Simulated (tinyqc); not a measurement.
UHF in the sto-3g basis, for BeH, spin multiplicity 2, step by step. This run ends on a higher stationary point, not on the lowest solution. One step of it, computed by the program tinyqc.

Task: Iteration 1: diagonalisation and new density. Diagonalise F' = X^T F X, C = X C', fill 3 alpha and 2 beta electrons from the bottom; D(s) = C_occ C_occ^T. Each column has its largest component positive (the first on a tie).

F(alpha) (hartree):
```
            1Be 1s     1Be 2s    1Be 2px    1Be 2py    1Be 2pz      2H 1s
1Be 1s   -5.729725  -1.431843   0.000000   0.000000  -0.014937  -0.345116
1Be 2s   -1.431843  -0.842522   0.000000   0.000000   0.082642  -0.259204
1Be 2px   0.000000   0.000000  -0.310236   0.184239   0.000000   0.000000
1Be 2py   0.000000   0.000000   0.184239  -0.390462   0.000000   0.000000
1Be 2pz  -0.014937   0.082642   0.000000   0.000000  -0.372484  -0.193582
2H 1s    -0.345116  -0.259204   0.000000   0.000000  -0.193582  -0.203585
```

F(beta) (hartree):
```
            1Be 1s     1Be 2s    1Be 2px    1Be 2py    1Be 2pz      2H 1s
1Be 1s   -5.715118  -1.409955   0.000000   0.000000  -0.014937  -0.340008
1Be 2s   -1.409955  -0.750257   0.000000   0.000000   0.082642  -0.235723
1Be 2px   0.000000   0.000000  -0.118454  -0.023694   0.000000   0.000000
1Be 2py   0.000000   0.000000  -0.023694  -0.108136   0.000000   0.000000
1Be 2pz  -0.014937   0.082642   0.000000   0.000000  -0.348234  -0.186141
2H 1s    -0.340008  -0.235723   0.000000   0.000000  -0.186141  -0.194006
```

X:
```
            1Be 1s     1Be 2s   1Be 2px   1Be 2py    1Be 2pz      2H 1s
1Be 1s    1.027670  -0.145603  0.000000  0.000000  -0.011404   0.022254
1Be 2s   -0.145603   1.143263  0.000000  0.000000   0.132817  -0.325586
1Be 2px   0.000000   0.000000  1.000000  0.000000   0.000000   0.000000
1Be 2py   0.000000   0.000000  0.000000  1.000000   0.000000   0.000000
1Be 2pz  -0.011404   0.132817  0.000000  0.000000   1.151186  -0.371904
2H 1s     0.022254  -0.325586  0.000000  0.000000  -0.371904   1.264008
```

Give: F' = X^T F X; orbital energies; coefficients C; F' = X^T F X; orbital energies; coefficients C; D(alpha) after iteration 1; D(beta) after iteration 1.

Result:

F' = X^T F X (alpha) (hartree):
```
         1        2        3        4        5        6
1  -5.6541  -0.6213   0.0000   0.0000  -0.0280  -0.0786
2  -0.6213  -0.5715   0.0000   0.0000   0.1236  -0.1015
3   0.0000   0.0000  -0.3102   0.1842   0.0000   0.0000
4   0.0000   0.0000   0.1842  -0.3905   0.0000   0.0000
5  -0.0280   0.1236   0.0000   0.0000  -0.3190  -0.1275
6  -0.0786  -0.1015   0.0000   0.0000  -0.1275  -0.0520
```

orbital energies (alpha) (hartree): MO1 -5.7304, MO2 -0.5632, MO3 -0.5389, MO4 -0.3368, MO5 -0.1618, MO6 0.0339

coefficients C (alpha):
```
             MO1      MO2      MO3      MO4     MO5      MO6
1Be 1s    1.0030  -0.2339   0.0000  -0.1057  0.0000   0.0776
1Be 2s   -0.0124   0.9603   0.0000   0.3713  0.0000  -0.6259
1Be 2px   0.0000   0.0000  -0.6274   0.0000  0.7787   0.0000
1Be 2py   0.0000   0.0000   0.7787   0.0000  0.6274   0.0000
1Be 2pz   0.0019  -0.4023   0.0000   0.7967  0.0000  -0.8275
2H 1s     0.0022  -0.0651   0.0000   0.1808  0.0000   1.3437
```

F' = X^T F X (beta) (hartree):
```
         1        2        3        4        5        6
1  -5.6432  -0.6127   0.0000   0.0000  -0.0278  -0.0789
2  -0.6127  -0.4741   0.0000   0.0000   0.1280  -0.1018
3   0.0000   0.0000  -0.1185  -0.0237   0.0000   0.0000
4   0.0000   0.0000  -0.0237  -0.1081   0.0000   0.0000
5  -0.0278   0.1280   0.0000   0.0000  -0.2926  -0.1277
6  -0.0789  -0.1018   0.0000   0.0000  -0.1277  -0.0499
```

orbital energies (beta) (hartree): MO1 -5.7163, MO2 -0.4890, MO3 -0.3029, MO4 -0.1375, MO5 -0.0890, MO6 0.0485

coefficients C (beta):
```
             MO1      MO2      MO3     MO4      MO5      MO6
1Be 1s    1.0039  -0.2137  -0.1274  0.0000   0.0000   0.0902
1Be 2s   -0.0165   0.8881   0.4504  0.0000   0.0000  -0.6782
1Be 2px   0.0000   0.0000   0.0000  0.7787  -0.6274   0.0000
1Be 2py   0.0000   0.0000   0.0000  0.6274   0.7787   0.0000
1Be 2pz   0.0013  -0.5219   0.6928  0.0000   0.0000  -0.8538
2H 1s     0.0034  -0.0488   0.2476  0.0000   0.0000   1.3337
```

D(alpha) after iteration 1:
```
          1Be 1s   1Be 2s  1Be 2px  1Be 2py  1Be 2pz    2H 1s
1Be 1s    1.0607  -0.2370   0.0000   0.0000   0.0960   0.0174
1Be 2s   -0.2370   0.9222   0.0000   0.0000  -0.3863  -0.0625
1Be 2px   0.0000   0.0000   0.3936  -0.4886   0.0000   0.0000
1Be 2py   0.0000   0.0000  -0.4886   0.6064   0.0000   0.0000
1Be 2pz   0.0960  -0.3863   0.0000   0.0000   0.1618   0.0262
2H 1s     0.0174  -0.0625   0.0000   0.0000   0.0262   0.0042
```

D(beta) after iteration 1:
```
          1Be 1s   1Be 2s  1Be 2px  1Be 2py  1Be 2pz    2H 1s
1Be 1s    1.0536  -0.2063   0.0000   0.0000   0.1128   0.0138
1Be 2s   -0.2063   0.7891   0.0000   0.0000  -0.4636  -0.0434
1Be 2px   0.0000   0.0000   0.0000   0.0000   0.0000   0.0000
1Be 2py   0.0000   0.0000   0.0000   0.0000   0.0000   0.0000
1Be 2pz   0.1128  -0.4636   0.0000   0.0000   0.2724   0.0255
2H 1s     0.0138  -0.0434   0.0000   0.0000   0.0255   0.0024
```
